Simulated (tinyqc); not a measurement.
## Gap and screening length from two transmissions

Question. At the source junction of a tunnel FET, T(w) = exp(-S), S = 2 pi lam sqrt(m/(C Eg)) [w + Eg/2 - sqrt(w (w + Eg))], C = hbar^2/(2 m0). Find Eg (between 0.1 and 3 eV) and lam.

Inputs (values chosen for the exercise):
```
symbol  value  unit                               meaning
m       0.027    m0  band-edge mass of the two-band model
```

Constants: q = 1.602176634e-19 C, hbar = 1.054571817e-34 J s, m0 = 9.1093837015e-31 kg, hbar^2/(2 m0) = 0.0380998212 eV nm^2. Results are converted to the units shown.

T(w) at w = 0.09 and 0.4 eV: [0.10787953, 0.39028406]

Answer. The ratio of the two exponents depends on Eg alone and falls steadily with it, which fixes Eg; either exponent then gives lam.

ratio of the two S = 2.367
Eg = 0.3790 eV
lam = 3.500 nm

tinyqc, about 0.01 s, one thread, Intel Xeon 2.30GHz (shared host): `OMP_NUM_THREADS=1 python tinyqc.py 2620127 2620128 out.jsonl`
